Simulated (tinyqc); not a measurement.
Non-radiative capture by multiphonon emission, one effective mode: one step, computed by the program tinyqc.

The initial state (free carrier plus empty centre) lies dE above the final state; both have the same frequency and are displaced by dQ.

Question. Geometry of the two curves. dQ = sqrt(2 S (hbar^2/u)/hbar omega); relaxation energy lambda = S hbar omega; phonons needed P = dE/hbar omega; classical barrier E_b = (dE - lambda)^2/(4 lambda); occupation n = 1/(exp(hbar omega/k_B T) - 1).

Inputs (values chosen for the exercise, with mass, screening and phonons like those of beta-Ga2O3):
```
quantity                  value  unit
energy released dE        0.287    eV
phonon energy hbar omega   36.4   meV
Huang-Rhys factor S        3.24     -
temperature T               120     K
```

Centre: attractive.

Constants: hbar^2/u = 4.18015928e-03 eV angstrom^2; k_B = 8.617333262e-05 eV/K.

Give: dQ; lambda; P; classical barrier E_b; occupation n.

Answer.

dQ = 0.8626 u^(1/2) angstrom

lambda = 0.117936 eV

P = 7.885

classical barrier E_b = 0.06059 eV

occupation n = 0.03050

dE exceeds lambda: the inverted case usual for deep centres, in which the curves cross on the far side of the initial minimum.
